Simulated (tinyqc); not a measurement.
Worked calculation: Pariser-Parr-Pople SCF with singles CI, for the molecule O=C1C=CC(=O)C=C1 (SMILES; centres numbered as the heavy atoms are written). One step of it, computed by the program tinyqc.

Problem. Singles CI, triplets. Over the 4 single excitations with the smallest orbital gaps: A = (e_a - e_i) delta - (ij|ab), with (pq|rs) = sum c_mp c_mq gamma_mn c_nr c_ns.

orbital energies (eV): [-14.771425, -13.475933, -11.311222, -10.693386, -4.764449, -1.609264, -0.764636, 1.358537]

coefficients, order 1O, 2C, 3C, 4C, 5C, 6O, 7C, 8C:
$$\begin{pmatrix}
0.334577 & 0.522851 & 0.000000 & 0.543861 & 0.445546 & 0.000000 & -0.303765 & -0.167678 \\
0.420371 & 0.438187 & 0.000000 & 0.057347 & -0.353076 & 0.000000 & 0.565685 & 0.428170 \\
0.325074 & 0.131567 & 0.500000 & -0.316959 & -0.297343 & 0.500000 & -0.209437 & -0.379838 \\
0.325074 & -0.131567 & 0.500000 & -0.316959 & 0.297343 & -0.500000 & -0.209437 & 0.379838 \\
0.420371 & -0.438187 & 0.000000 & 0.057347 & 0.353076 & 0.000000 & 0.565685 & -0.428170 \\
0.334577 & -0.522851 & 0.000000 & 0.543861 & -0.445546 & 0.000000 & -0.303765 & 0.167678 \\
0.325074 & -0.131567 & -0.500000 & -0.316959 & 0.297343 & 0.500000 & -0.209437 & 0.379838 \\
0.325074 & 0.131567 & -0.500000 & -0.316959 & -0.297343 & -0.500000 & -0.209437 & -0.379838
\end{pmatrix}$$

repulsion gamma_rs (eV), order 1O, 2C, 3C, 4C, 5C, 6O, 7C, 8C:
$$\begin{pmatrix}
15.200000 & 5.774219 & 4.092627 & 3.001369 & 2.720105 & 2.199311 & 3.001369 & 4.092627 \\
5.774219 & 11.130000 & 5.346287 & 3.872515 & 3.517455 & 2.720105 & 3.872515 & 5.346287 \\
4.092627 & 5.346287 & 11.130000 & 5.345539 & 3.872515 & 3.001369 & 3.518103 & 3.873196 \\
3.001369 & 3.872515 & 5.345539 & 11.130000 & 5.346287 & 4.092627 & 3.873196 & 3.518103 \\
2.720105 & 3.517455 & 3.872515 & 5.346287 & 11.130000 & 5.774219 & 5.346287 & 3.872515 \\
2.199311 & 2.720105 & 3.001369 & 4.092627 & 5.774219 & 15.200000 & 4.092627 & 3.001369 \\
3.001369 & 3.872515 & 3.518103 & 3.873196 & 5.346287 & 4.092627 & 11.130000 & 5.345539 \\
4.092627 & 5.346287 & 3.873196 & 3.518103 & 3.872515 & 3.001369 & 5.345539 & 11.130000
\end{pmatrix}$$

Give: triplet CI matrix; triplet excitation energies.

Solution.

triplet CI matrix (eV), order 4>5, 3>5, 2>5, 4>6:
$$\begin{pmatrix}
0.6077 & 0.0000 & 0.0000 & 0.0000 \\
0.0000 & 1.8792 & 0.0000 & -0.8562 \\
0.0000 & 0.0000 & 3.2603 & 0.0000 \\
0.0000 & -0.8562 & 0.0000 & 4.5578
\end{pmatrix}$$

triplet excitation energies (eV): [0.6077, 1.6289, 3.2603, 4.8080]
